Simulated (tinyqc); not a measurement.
Gain spectrum: optical gain and spontaneous emission in a bulk direct-gap semiconductor.

Parabolic bands, vertical transitions, no excitons. For each hole band j: mr = me mj/(me + mj); joint density of states J_j(E) = (mr/c)^(3/2) sqrt(E - Eg)/(2 pi^2), both spins, c = hbar^2/2m0; averaged matrix element |e.p|^2 = m0 Ep/6; alpha_j(E) = 4 pi^2 alpha_f c Ep J_j/(3 nr E) in 1/angstrom (alpha_f the fine-structure constant, listed as alpha among the constants), times 1e8 for 1/cm.

F_j(eta) = (1/Gamma(j + 1)) integral_0^infinity x^j dx/(1 + exp(x - eta)), which tends to exp(eta) for eta << 0.

Quasi-Fermi levels: n = Nc F_1/2(Fc/kT) and p = Nv F_1/2(Fv/kT), Fc counted up from the conduction edge and Fv down from the valence edge; Nc, Nv from N = 2 (m kB T/(4 pi c))^(3/2) with c = hbar^2/2m0, in 1/angstrom^3; times 1e24 for 1/cm^3, with me and (mhh^(3/2) + mlh^(3/2))^(2/3).

For band j the electron sits at Ee = (E - Eg) mr/me above its edge and the hole at Eh = (E - Eg) mr/mj; fe = 1/(1 + exp((Ee - Fc)/kT)), fh = 1/(1 + exp((Eh - Fv)/kT)); gain g = sum_j alpha_j (fe + fh - 1).

Constants: hbar^2/2m0 = 3.80998211 eV angstrom^2; fine-structure constant alpha = 0.007297352564; kB = 8.617333262e-05 eV/K.

Inputs chosen for the exercise (near those of InP; shifted at random, so the results belong to these values and not to a real crystal): Eg = 1.304 eV (direct gap); me = 0.0791 m0 (electron mass); mhh = 0.598 m0 (heavy-hole mass); mlh = 0.0915 m0 (light-hole mass); Ep = 20.3 eV (Kane energy); nr = 3.39 (refractive index); T = 200 K; n = 2.5e+18 1/cm^3 (injected density, n = p).

At the density n.

Spectrum:
```
E - Eg (eV)  alpha, empty (1/cm)  fe, heavy  fh, heavy  g (1/cm)
0.005                       2193      0.989      0.292       602
0.010                       3090      0.986      0.285       799
0.020                       4337      0.976      0.271       984
0.030                       5271      0.961      0.258      1018
0.045                       6384      0.920      0.239       849
0.060                       7291      0.842      0.221       369
0.080                       8297      0.656      0.198      -944
0.100                       9144      0.407      0.178     -2976
0.130                      10208      0.128      0.150     -6045
0.220                      12495      0.001      0.087    -11298
```

Give the missing row, E - Eg (eV) = 0.170.

Computed row:
```
E - Eg (eV)  alpha, empty (1/cm)  fe, heavy  fh, heavy  g (1/cm)
0.170                      11357      0.019      0.119     -8943
```

Fc + Fv = 0.0671 eV

g is positive below E - Eg = 0.0671 eV; the largest value listed is 1018 1/cm at 0.030 eV. At 0.220 eV above the gap g is -0.90 times the absorption of the empty crystal, whose limit is -1.

(tinyqc, `OMP_NUM_THREADS=1 python tinyqc.py 1652725 1652726 out.jsonl`, Intel(R) Xeon(R) Processor @ 2.30GHz, 1 thread, shared host, about 0.1 s.)
